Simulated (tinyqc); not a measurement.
# Long-channel MOSFET, surface-potential model: transfer curve from weak to strong inversion

n-channel transistor on a uniformly doped p-type body, gradual-channel approximation, constant mobility, Boltzmann statistics, full ionisation. Potentials are counted from the neutral body; V is the electron quasi-Fermi potential, Vsb at the source and Vsb + Vds at the drain. Charges are magnitudes per area.

ni = sqrt(Nc Nv) exp(-Eg/(2 Vt)), Eg in volts; phiF = Vt ln(Na/ni); Cox = eps0 eox/tox; gamma = sqrt(2 q eps0 eps_r Na)/Cox. The surface potential psi at channel potential V solves Vgs + Vsb - Vfb - psi = gamma sqrt(G), G = psi - Vt + Vt exp((psi - 2 phiF - V)/Vt). Charge sheet: Qi = Cox gamma [sqrt(G) - sqrt(psi - Vt)]; I = mu (W/L) [integral of Qi dpsi from psi_0 to psi_L (drift) + Vt (Qi0 - QiL) (diffusion)], with psi_0 at V = Vsb and psi_L at V = Vsb + Vds. Pao-Sah: Qi(V) = (Cox gamma/2) integral from 3 Vt to psi of exp((u - 2 phiF - V)/Vt)/sqrt(G(u, V)) du, and I = mu (W/L) integral of Qi dV from Vsb to Vsb + Vds. Square law: VT = Vfb + 2 phiF + gamma sqrt(2 phiF + Vsb), m = 1 + gamma/(2 sqrt(2 phiF + Vsb)), I = mu Cox (W/L) [(Vgs - VT) v - m v^2/2] with v the smaller of Vds and (Vgs - VT)/m, and zero below VT. gm = dI/dVgs of the charge-sheet current.

Parameters, values chosen for the exercise; material values close to those of silicon:
```
symbol    value        unit                                      meaning
T           400           K                                  temperature
Eg         1.14          eV                                     band gap
eps_r      11.9               relative permittivity of the semiconductor
Nc      4.34e19       cm^-3       conduction-band density of states at T
Nv      4.11e19       cm^-3          valence-band density of states at T
Na       6.5e16       cm^-3                 acceptor density of the body
eox        25.8              relative permittivity of the gate insulator
tox          37          nm                          insulator thickness
Vfb       -0.93           V                            flat-band voltage
mu          410  cm^2/(V s)                             channel mobility
W             1          um                                   gate width
L             5          um                                  gate length
Vsb         0.5           V                     source-body reverse bias
Vds        0.05           V                         drain-source voltage
```

Constants: q = 1.602176634e-19 C, kB = 1.380649e-23 J/K, Vt = kB T/q, eps0 = 8.8541878128e-14 F/cm where lengths are in cm. Results are converted to the units shown.

Transfer curve from weak to strong inversion:

| Vgs (V) | I, charge sheet (uA) | I, Pao-Sah (uA) | drift share (%) | gm/I (1/V) | I, square law (uA) |
|---|---|---|---|---|---|
| -0.17 | 3.793e-5 | 3.863e-5 | 0.04533 | 25.42 | 0 |
| 0 | 0.002820 | 0.002870 | 3.250 | 24.76 | 0 |
| 0.18 | 0.09526 | 0.09917 | 50.82 | 12.27 | 0.3205 |
| 0.35 | 0.3649 | 0.3823 | 79.70 | 5.103 | 0.7508 |
| 0.53 | 0.7251 | 0.7563 | 88.61 | 2.901 | 1.206 |
| 0.7 | 1.093 | 1.135 | 92.12 | 2.024 | 1.637 |
| 0.88 | 1.497 | 1.548 | 94.10 | 1.522 | 2.092 |
| 1.05 | 1.889 | 1.947 | 95.26 | 1.229 | 2.523 |
| 1.23 | 2.310 | 2.374 | 96.08 | 1.019 | 2.978 |

Read the table: what changes, and by how much?

The charge-sheet current rises from 3.79e-5 to 2.31 uA. In the first row gm/I is 25.4 1/V, a swing of 90.6 mV a decade, against Vt ln 10 = 79.4 mV a decade for an ideal gate; in the last it is 1.02 1/V. Drift passes half of the current at Vgs = 0.18 V among the rows listed (VT = 0.0256 V). The charge sheet departs most from Pao-Sah at Vgs = 0.35 V, where it is 4.5 % below it. In the last row the square law is 25 % above Pao-Sah. For Vgs = 0.7 to 1.23 V the surface electron density at the source passes 0.3 Nc, where degeneracy and quantisation, left out here, matter.

Program tinyqc, `OMP_NUM_THREADS=1 python tinyqc.py 2360167 2360168 out.jsonl`; Intel Xeon 2.30GHz, shared host, one thread, about 0.08 s.
